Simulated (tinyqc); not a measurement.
From results back to parameters: image-charge renormalisation of a gap near a dielectric or metal. Two cases, with inputs chosen for the exercise.

Problem. A small molecule or defect in vacuum at height z above the image plane of a substrate has both its electron and hole levels stabilised by (e^2/4 pi eps0)(es - 1)/((es + 1) 4 z), so its gap shrinks by twice that. The reduced gap is given.

Constants: e^2/(4 pi eps0) = 14.39964547 eV angstrom.

Case 1.

Values chosen: E0 = 8.13 eV (quasiparticle gap far from the surface); es = 11.7 (dielectric constant of the substrate (1e4: a metal)).

gap near the surface = 7.21091 eV

Case 2.

Values chosen: E0 = 4.09 eV (quasiparticle gap far from the surface); es = 2.3 (dielectric constant of the substrate (1e4: a metal)).

gap near the surface = 3.73098 eV

Find: reduction; (es - 1)/(es + 1); z.

Solution. z = (e^2/4 pi eps0)(es - 1)/((es + 1) 2 x reduction). Local and hybrid functionals miss this shift, since it is a non-local correlation effect.

Case 1.

reduction = 0.9191 eV
(es - 1)/(es + 1) = 0.8425
z = 6.60 angstrom

Case 2.

reduction = 0.3590 eV
(es - 1)/(es + 1) = 0.3939
z = 7.90 angstrom

Computed by tinyqc, one run a case: `OMP_NUM_THREADS=1 python tinyqc.py N N+1 out.jsonl` with N = 1880398, 1880405; one thread of a shared Intel(R) Xeon(R) Processor @ 2.30GHz, about 0.03 s a run at most.
